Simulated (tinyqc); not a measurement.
Trap-assisted generation and recombination current of an abrupt junction: one step, computed by the program tinyqc.

Depletion approximation, flat quasi-Fermi levels across the depleted layer, long neutral regions with minority lifetimes tau_n and tau_p, full ionisation and Boltzmann statistics. Voltages in exponents stand for e V.

Task: Built-in voltage and diffusion current. N_c = 2 M_c (2 pi m_e k_B T/h^2)^(3/2) and N_v = 2 (2 pi m_h k_B T/h^2)^(3/2), masses in units of m_0. n_i = sqrt(N_c N_v) exp(-E_g/2 k_B T); V_bi = (k_B T/e) ln(N_A N_D/n_i^2); diffusion saturation current J_d0 = e n_i^2 [sqrt(D_n/tau_n)/N_A + sqrt(D_p/tau_p)/N_D].

Inputs (values chosen for the exercise, for a model semiconductor):
```
quantity                              value    unit
gap E_g                                1.59      eV
electron mass m_e                    0.0703     m_0
valleys M_c                               1       -
hole mass m_h                         0.584     m_0
acceptor density N_A                6.5e+16   cm^-3
donor density N_D                   1.9e+17   cm^-3
capture time tau_n                  3.7e-09       s
capture time tau_p                  6.2e-06       s
electron diffusion coefficient D_n       59  cm^2/s
hole diffusion coefficient D_p           11  cm^2/s
temperature T                           300       K
```

Field enhancement: Hurkx tunnelling factor.

Constants: k_B = 8.617333262e-05 eV/K; m_0 = 9.1093837015e-31 kg; k_B = 1.380649e-23 J/K; h = 6.62607015e-34 J s; e = 1.602176634e-19 C.

Give: k_B T; n_i; V_bi; J_d0.

Result:

k_B T = 0.025852 eV

n_i = 1.0097e+05 cm^-3

V_bi = 1.4336 V

J_d0 = 3.1846e-21 A/cm^2

Caution: one side is doped near or above its effective density of states, so Boltzmann statistics understate V_bi.
